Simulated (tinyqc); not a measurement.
The network against temperature: hopping conduction between localised states. Computed by tinyqc, a small Python program. Command: `OMP_NUM_THREADS=1 python tinyqc.py 3018160 3018161 out.jsonl hop walk`. One thread of a shared host (Intel(R) Xeon(R) Processor @ 2.30GHz), about 0.01 s of CPU time with the checks.

Energies are counted from the Fermi level. A small network shows the mechanism; the laws of an infinite system follow.

Inputs (values chosen for the exercise, for a model amorphous semiconductor): localisation length xi = 3.5 nm; temperature T = 160 K.

Dimension: 3D.

sites of the small network (nm, nm, meV):
```
       x     y  energy
1      0  4.21    0.88
2   3.27   1.6   10.19
3   8.68  2.48  -24.52
4  11.25  5.04   21.22
5  15.94   0.4   31.49
6  19.01  3.31  -23.76
7     23  4.73   -1.17
```

Constants: k_B = 8.617333262e-05 eV/K.

Method:
- Miller-Abrahams exponent s_ij = 2 r_ij/xi + (|E_i| + |E_j| + |E_i - E_j|)/(2 k_B T); G_ij = G_0 exp(-s_ij).
- Site 1 is held at potential 1 and site 7 at 0; Kirchhoff's law sum_j G_ij (u_i - u_j) = 0 fixes the others; G = sum_j G_1j (1 - u_j).
- Critical exponent s_c: the smallest value such that bonds with s_ij <= s_c connect site 1 with site 7.
- The last column is the length of the critical bond.

Network:
```
T (K)  -ln(G/G_0)     s_c  critical hop (nm)
48         11.116  11.850             10.363
72          9.088   9.874             10.363
110         7.489   8.178              8.282
160         6.450   6.424              4.230
240         5.654   5.293              6.597
400         5.010   4.684              6.597
800         4.531   4.227              6.597
```

-ln(G/G_0) follows s_c within 0.8. The critical hop is 10.4 nm long at the lowest T and 6.60 nm at the highest: on cooling the carrier goes farther to find a site of nearer energy, which is variable-range hopping, though in so small a sample not at every step.

Extremes, crossings and ranges named in words are read from the listed rows.
